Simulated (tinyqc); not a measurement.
MOSFET with velocity saturation and source resistance: two steps of the calculation.

Strong inversion, charge Q = Cox (Vg - m V) at channel potential V with Vg the gate overdrive, and drift velocity v = mu E/(1 + mu E/vsat). Integrating along the channel gives I = mu Cox (1/L)(Vg Vd - m Vd^2/2)/(1 + Vd/Vc) per width, Vc = vsat L/mu, which peaks at Vdsat. Units: I in uA/um, Rs in ohm um, so the drop over Rs is 1e-6 I Rs volts.

Values chosen for this exercise:

| symbol | value | unit | meaning |
|---|---|---|---|
| Cox | 1.09 | uF/cm^2 | gate capacitance |
| mu0 | 440 | cm^2/(V s) | mobility at low gate voltage |
| th | 0.1 | 1/V | mobility degradation |
| vsat | 9.7e6 | cm/s | saturation velocity |
| m | 1.43 |  | body factor |
| VT | 0.27 | V | threshold |
| L | 0.25 | um | channel length |
| Rs | 300 | ohm um | source resistance |
| Vgs | 1.5 | V | gate voltage |

Task 1. Saturation without source resistance. Vg = Vgs - VT (0 if negative), mu = mu0/(1 + th Vg), Vc = vsat L/mu, x = sqrt(1 + 2 Vg/(m Vc)), Vdsat = 2 Vg/(m (1 + x)), Isat = Cox vsat Vg (x - 1)/(x + 1) per width. Long-channel limit: mu Cox Vg^2/(2 m L); short-channel limit: Cox vsat Vg.

Wanted: Vg; mu; Vc; Vdsat; Isat; long-channel limit; short-channel limit.

Result 1.

Vg = 1.230 V
mu = 391.8 cm^2/(V s)
Vc = 0.6189 V
Vdsat = 0.5843 V
Isat = 417.0 uA/um
long-channel limit = 903.7 uA/um
short-channel limit = 1300 uA/um

Task 2. Saturation current with source resistance. Vg = Vgs - I Rs - VT (0 if negative), mu = mu0/(1 + th Vg), Vc = vsat L/mu, x = sqrt(1 + 2 Vg/(m Vc)), Vdsat = 2 Vg/(m (1 + x)), Isat = Cox vsat Vg (x - 1)/(x + 1) per width. I(new) = Isat.

I after iteration 1 = 417.02634 uA/um

Find: Vg; mu; Vc; Vdsat; Isat; I after iteration 2.

Result 2.

Vg = 1.1049 V
mu = 396.22 cm^2/(V s)
Vc = 0.61203 V
Vdsat = 0.53704 V
Isat = 356.24 uA/um
I after iteration 2 = 356.24 uA/um

tinyqc, about 0.01 s, one thread, Intel Xeon 2.30GHz (shared host): `OMP_NUM_THREADS=1 python tinyqc.py 2500026 2500027 out.jsonl`
